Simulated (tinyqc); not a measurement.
Input admittance of a MOSFET at zero drain bias: distributed channel and distributed gate: two steps of the calculation.

Source and drain grounded, strong inversion, w = 2 pi f, Cox = eps0 eox/tox. The channel is an RC line of resistance 1/(mu Cox Vo) per square fed from both ends, so one finger has the intrinsic admittance y = i w Cox L tanh(g)/g per width, g = (1/2) sqrt(i w tau), tau = L^2/(mu Vo). The vertical resistance rv/L is in series with y, the overlaps 2 i w Cov in parallel: y_t = 1/(1/y + rv/L) + 2 i w Cov. The gate strip is a line of Rsh/L per length loaded by y_t, so a finger has Y = y_t Wf tanh(k)/k, k = (Wf/sd) sqrt(y_t Rsh/L); the device has Nf Y.

Values chosen for this exercise; values of the order met in silicon radio-frequency transistors:
```
symbol  value        unit                                                                 meaning
eox       7.4              relative permittivity of the gate insulator (close to silicon nitride)
tox        15          nm                                                     insulator thickness
L        0.46          um                                                          channel length
Wf         13          um                                                            finger width
Nf         64                                                                   number of fingers
mu        190  cm^2/(V s)                                                        channel mobility
Vo       0.75           V                                                          gate overdrive
Rsh       5.4  ohm/square                                            sheet resistance of the gate
rv        5.7    ohm um^2                                  vertical resistivity of the gate stack
sd          1                                       number of ends at which a finger is contacted
Cov       0.2       fF/um                             overlap and fringe capacitance on each side
f          40         GHz                                                               frequency
```

Constants: eps0 = 8.8541878128e-14 F/cm where lengths are in cm. Results are converted to the units shown.

Task 1. Low-frequency resistances and capacitance. Low-frequency limits, with c = Cox L and ct = c + 2 Cov: R_strip = Rsh Wf/(3 sd^2 L Nf), R_ch = (c/ct)^2 L/(12 mu Cox Vo Wf Nf), R_vert = (c/ct)^2 rv/(L Wf Nf), C = ct Wf Nf.

Find: parts; sum; C; 1/(2 pi R C).

Result 1.

parts (ohm): strip 0.79484, channel 0.51482, vertical 0.010359
sum = 1.3200 ohm
C = 2004.5 fF
1/(2 pi R C) = 60.148 GHz

The strip term is the largest, 60.2 % of the sum.

Task 2. Input impedance of the device. k and Y as defined; Z = 1/(Nf Y) = R + 1/(i w C); Q = |Im Z|/R; signal at the point farthest from a contact |1/cosh k|.

y_t = 139.99026+552.67690i uS/um

Wanted: k; Nf Y; R; C; Q; signal at the far point.

Result 2.

k = 0.83929+0.65321i
Nf Y = 212.84+345.48i mS
R = 1.2926 ohm
C = 1896.3 fF
Q = 1.6232
signal at the far point = 0.81196

Numbers from tinyqc (`OMP_NUM_THREADS=1 python tinyqc.py 2262210 2262211 out.jsonl`; about 0.01 s on one thread of a shared Intel Xeon 2.30GHz).
